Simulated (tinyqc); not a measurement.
Gate voltage for a wanted density.

Problem. A HEMT has a barrier of thickness d, permittivity eb and off voltage Voff; energies are counted from the channel band edge at the interface. F = q (eta ns + Nb)/(eps0 ec) in eV/nm; E_k = a_k (C F^2/me)^(1/3), a_0 = 2.338107, a_1 = 4.087949, C = hbar^2/(2 m0); D = me m0 q/(pi hbar^2); ns = D Vt [ln(1 + exp((EF - E_0)/Vt)) + ln(1 + exp((EF - E_1)/Vt))], which gives EF = E_0 + Vt ln{2 s/[(1 + u) + sqrt((1 + u)^2 + 4 u s)]} with s = exp(ns/(D Vt)) - 1, u = exp((E_0 - E_1)/Vt). Charge control: ns + Nb = eps0 eb (Vg - Voff - EF)/(q d). Find E_0, E_1, EF and the Vg that gives this ns.

Values chosen for this exercise; material values close to those of AlGaN on GaN:
```
symbol,value,unit,meaning
T,300,K,temperature
d,13,nm,barrier thickness
me,0.21,m0,electron mass in the channel
ec,9.22,,relative permittivity of the channel
eta,0.6875,,share of ns that counts in the confining field
Nb,6.2e10,cm^-2,depletion charge of the buffer
```

Constants: q = 1.602176634e-19 C, kB = 1.380649e-23 J/K, hbar = 1.054571817e-34 J s, m0 = 9.1093837015e-31 kg, Vt = kB T/q, eps0 = 8.8541878128e-14 F/cm where lengths are in cm, hbar^2/(2 m0) = 0.0380998212 eV nm^2. Results are converted to the units shown.

ns = 8e12 cm^-2
eb = 9.0517000
Voff = -4.2643106 V

Answer. In this direction nothing needs iterating: ns fixes the field, the levels and EF, and the charge-control relation gives Vg.

E_0 = 0.3023 eV
E_1 = 0.5286 eV
EF = 0.3926 eV
Vg = -1.777 V

tinyqc, about 0.01 s, one thread, Intel Xeon 2.30GHz (shared host): `OMP_NUM_THREADS=1 python tinyqc.py 2180027 2180028 out.jsonl`
